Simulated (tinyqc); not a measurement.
# Inputs raised by 5 %, one at a time

Model: Haynes-Shockley experiment: drift, diffusion and decay of a minority-carrier pulse. Computed by tinyqc, a small Python program. Command: `OMP_NUM_THREADS=1 python tinyqc.py 3114246 3114247 out.jsonl haynes sens`. One thread of a shared host (Intel(R) Xeon(R) Processor @ 2.30GHz), about 0.02 s of CPU time with the checks.

A thin sheet of excess carriers is made at x = 0, t = 0 in a long uniform bar; injection is low, so the pulse moves with the minority mobility.

Inputs (values chosen for the exercise, modelled on holes in n-type silicon in a lightly doped bar): minority mobility mu = 432 cm^2/(V s); lifetime tau = 29 microsecond; temperature T = 250 K; field F = 13 V/cm; distance d to the collector = 0.46 cm; injected sheet density N0 = 1.8e+09 1/cm^2.

Constants: k_B = 8.617333262e-05 eV/K.

Method:
- D = mu k_B T/e, v = mu F.
- Transit time d/v, diffusion length sqrt(D tau), drift length v tau, Peclet number v d/D = e F d/(k_B T).
- dn(x, t) = N0/sqrt(4 pi D t) exp(-(x - v t)^2/(4 D t) - t/tau).
- At fixed x the signal peaks where d ln(dn)/dt = 0: a t^2 + t/2 - x^2/(4 D) = 0 with a = v^2/(4 D) + 1/tau.
- The full width at half maximum is found by solving dn(x, t) = peak/2 on both sides of the peak.
- With w the full width at half maximum: mu = d/(F t_p); D = (w d)^2/(16 ln2 t_p^3); Einstein ratio D/mu against k_B T/e.

Runs; columns: (1) input moved; (2) from; (3) to; (4) peak density (1/cm^3); (5) width at half maximum (microsecond); (6) apparent mobility (cm^2/(V s)); (7) apparent D (cm^2/s):
```
(1)                                        (2)         (3)        (4)    (5)    (6)    (7)
base run                                     -           -  1.135e+09  15.85  442.3  9.363
minority mobility mu (cm^2/(V s))          432       453.6  1.294e+09  15.12  463.9  9.831
lifetime tau (microsecond)                  29       30.45  1.294e+09  15.88  441.9  9.363
temperature T (K)                          250       262.5  1.110e+09  16.22  442.8  9.834
field F (V/cm)                              13       13.65  1.324e+09  14.78  441.4  9.360
distance d to the collector (cm)          0.46       0.483  9.629e+08  16.25  442.2  9.360
injected sheet density N0 (1/cm^2)  1800000000  1890000000  1.192e+09  15.85  442.3  9.363
```

Exponents ln(y'/y) / ln(x'/x):
```
input                        peak density  width at half maximum  apparent mobility  apparent D
minority mobility mu                2.694                 -0.971              0.981       1.000
lifetime tau                        2.694                  0.029             -0.019       0.000
temperature T                      -0.461                  0.468              0.024       1.006
field F                             3.159                 -1.442             -0.041      -0.006
distance d to the collector        -3.366                  0.502             -0.003      -0.006
injected sheet density N0           1.000                  0.000              0.000       0.000
```

Which inputs matter most for each result?

Among the inputs moved here: peak density answers most in size to distance d to the collector (exponent -3.366), next to field F (+3.159). Its exponent +1.000 in injected sheet density N0: the equation is linear. Width at half maximum answers most in size to field F (exponent -1.442), next to minority mobility mu (-0.971); its exponent is below 0.0005 for injected sheet density N0. Its exponent -1.442 in field F: sqrt(D t)/v with t = d/v. Its exponent +0.502 in distance d to the collector: the spread grows as sqrt(t). Apparent mobility answers most in size to minority mobility mu (exponent +0.981), next to field F (-0.041); its exponent is below 0.0005 for injected sheet density N0. Apparent D answers most in size to temperature T (exponent +1.006), and about equally to minority mobility mu (+1.000); its exponent is below 0.0005 for lifetime tau, injected sheet density N0.

Extremes, crossings and ranges named in words are read from the listed rows.
